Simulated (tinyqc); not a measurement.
What each parameter does: inversion layer as a triangular well, valleys of the Ge type.

Four ellipsoidal valleys (eight halves) with their long axes along <111>, mass ml along the axis and mt across it. For a valley whose axis makes the angle theta with the surface normal, 1/m_z = cos^2(theta)/ml + sin^2(theta)/mt sets the confinement; in the plane the masses are m_1 = mt and m_2 = ml mt/m_z, and m_d = sqrt(m_1 m_2). The Gamma and Delta valleys are left out; the heavy Delta valleys, about 0.18 eV up, can lie lowest under strong confinement.

The field is taken as constant, e F = 4 pi (e^2/4 pi eps0)(Nd + eta Ns)/eps, with 1e12/cm^2 = 1e-4/angstrom^2, and the oxide as a hard wall at z = 0; c = hbar^2/2m0.

Level j of a valley lies at E_j = a_j (c (e F)^2/m_z)^(1/3) above the band edge at the surface, with the Airy zeros a_j = 2.338107, 4.087949, 5.520560, 6.786708, 7.944134, 9.022651, 10.040174, 11.008524, 11.936016, 12.828777, and has <z> = 2 E_j/(3 e F).

Subband i holds n_i = g m_d/(2 pi c) kB T ln(1 + exp((EF - E_i)/kB T)) (spin included), and EF is fixed by sum n_i = Ns over the levels listed or, where none are listed, over j = 0 to 9 of each group; 1e12/cm^2 = 1e-4/angstrom^2.

Constants: hbar^2/2m0 = 3.80998211 eV angstrom^2; e^2/(4 pi eps0) = 14.39964547 eV angstrom; kB = 8.617333262e-05 eV/K.

Values chosen for the exercise (near those of Ge; not measured data):
- ml = 1.56 m0 (longitudinal mass)
- mt = 0.081 m0 (transverse mass)
- eps = 15.9 (dielectric constant)
- Nd = 0.72 x 1e12/cm^2 (depletion charge)
- eta = 0.5 (share of Ns in the effective field)
- face = 111 (surface)
- Ns = 1.8 x 1e12/cm^2 (electron sheet density)
- T = 300 K (temperature)

Field, ladders and EF anew.

Results for these values:
```
case  lowest E (eV)  EF (eV)  share of lowest (%)  <z> (angstrom)
base         0.0473   0.0524                 38.7           32.48
```

What happens to each result for ml = 1.716 m0, all else kept?

Answer: lowest E falls from 0.0473 to 0.0459; EF falls from 0.0524 to 0.0506; share of lowest falls from 38.7 to 38.4; <z> falls from 32.48 to 32.08.

The same for each parameter in turn:
```
case                   lowest E (eV)  EF (eV)  share of lowest (%)  <z> (angstrom)
base                          0.0473   0.0524                 38.7           32.48
Ns = 3.6 x 1e12/cm^2          0.0636   0.1079                 45.7           25.67
Nd = 1.44 x 1e12/cm^2         0.0605   0.0775                 52.2           24.93
T = 360 K                     0.0473   0.0368                 31.3           35.36
ml = 1.716 m0                 0.0459   0.0506                 38.4           32.08
mt = 0.089 m0                 0.0473   0.0483                 38.1           32.20
eps = 14.3                    0.0508   0.0593                 42.3           30.16
```

Program tinyqc; command `OMP_NUM_THREADS=1 python tinyqc.py 1280744 1280745 out.jsonl`; about 0.04 s on one thread of a shared Intel(R) Xeon(R) Processor @ 2.30GHz.
